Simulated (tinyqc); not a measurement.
Bandgap voltage reference from two bipolar transistors: one step of the calculation.

Two transistors of area 1 and N carry the same current I. Is(T) = Is (T/T0)^eta exp[(Vg0 q/kB)(1/T0 - 1/T)], VBE1 = Vt ln(I/Is(T)) + I rb, VBE2 = Vt ln(I/(N Is(T))) + I rb/N. The amplifier forces I R1(T) = VBE1 - VBE2 + Vos, with R(T) = R (1 + tc (T - T0)) for both resistors, and the output is Vref = VBE1 + I R2(T). Base currents and the Early effect are neglected.

Task. Resistor for zero slope at T0, ideal case. With tc = 0, Vos = 0 and rb = 0 the current is proportional to T, dVBE/dT = (VBE - Vg0 - (eta - 1) Vt)/T, and Vref has zero slope at T0 when Vref = Vg0 + (eta - 1) Vt0. Find VBE1, its slope, that Vref, R2/R1 and the curvature d2Vref/dT2 = -(eta - 1) kB/(q T0).

Inputs (values chosen for the exercise); values of the order met in silicon bipolar transistors:

| symbol | value | unit | meaning |
|---|---|---|---|
| T0 | 300 | K | reference temperature |
| Vg0 | 1.203 | V | band-gap voltage extrapolated to 0 K |
| eta | 3.9 |  | temperature exponent of the saturation current |
| Is | 9.1e-16 | A | saturation current of the unit transistor at T0 |
| N | 15 |  | area ratio of the second transistor |
| R1 | 2.3 | kohm | resistor across which the difference of VBE falls, at T0 |

Constants: q = 1.602176634e-19 C, kB = 1.380649e-23 J/K. Results are converted to the units shown.

Find: VBE1; dVBE/dT; Vref; R2/R1; curvature.

Result.

VBE1 = 0.62648 V
dVBE/dT = -2.1716 mV/K
Vref = 1.2780 V
R2/R1 = 9.3059
curvature = -0.83301 uV/K^2

Program tinyqc, `OMP_NUM_THREADS=1 python tinyqc.py 2062104 2062105 out.jsonl`; Intel Xeon 2.30GHz, shared host, one thread, about 0.02 s.
